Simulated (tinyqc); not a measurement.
A spin-degenerate level with charging energy between two leads, rate equations: one step of the calculation.

States 0, up, down and 2 with energies 0, e1 - Ez/2, e1 + Ez/2 and 2 e1 + U. mu_L = +V/2, mu_R = -V/2 (meV), f(x) = 1/(1 + exp(x/kB T)). A transition that adds one electron of given spin at the energy E has the rate G f(E - mu) from each lead, and its reverse G [1 - f(E - mu)]. I counts electrons leaving the left lead, times q.

Task. Steady state and current. Steady state: W p = 0 with sum p = 1. I = q GL sum over transitions i-j of [fL p_i - (1 - fL) p_j].

Values chosen for this exercise: tunnel rate to the left lead GL = 4.3 1/ns; tunnel rate to the right lead GR = 1.5 1/ns.

Constants: q = 1.602176634e-19 C. Results are converted to the units shown.

W (1/ns):
```
	0	up	down	2
0	-11.599997	0.000002	0.000002	0.000000
up	5.799998	-4.635458	0.000000	1.164544
down	5.799998	0.000000	-4.635458	1.164544
2	0.000000	4.635456	4.635456	-2.329087
```

fL, transition 0-up to down-2: 1.0000000  1.0000000  0.9985942  0.9985942

Find: p; mean number of electrons; I.

Result.

p: 0 0.0000, up 0.1672, down 0.1672, 2 0.6656
mean number of electrons = 1.666
I = 228.8 pA

In units of q GL GR/(GL + GR) = 178 pA the current is 1.28; two independent spin channels fully inside the bias window would give 2.

Range of the model: Rate equations need hbar G well below kB T; cotunnelling and the Kondo effect are left out.

Computed by the program tinyqc: `OMP_NUM_THREADS=1 python tinyqc.py 2780040 2780041 out.jsonl`, one thread of a shared Intel Xeon 2.30GHz, about 0.01 s for the whole run.
